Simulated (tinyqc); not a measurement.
Spin coating of a resist or spin-on film: centrifugal thinning, evaporation and the final thickness (Emslie and Meyerhofer models): one step, computed by the program tinyqc.

A Newtonian film stays uniform over the wafer; solvent and solids have the same density and the concentration is uniform through the thickness.

Problem. Thinning without evaporation. dh/dt = -K h^3 gives h = h0/sqrt(1 + 2 K h0^2 t); for long times h = 1/sqrt(2 K t).

Inputs (values chosen for the exercise, of the order of those of a polymer resist in an ester solvent): starting thickness h0 = 500 micrometre; time t = 2.2 s.

flow constant K = 8.563173e-04 1/(micrometre^2 s)

Give: h(t) without evaporation; long-time form; time 1/(2 K h0^2).

Solution.

h(t) without evaporation = 16.283 micrometre

long-time form = 16.291 micrometre

time 1/(2 K h0^2) = 0.0023356 s

The long-time form is within 0.053 %: the starting thickness is forgotten.
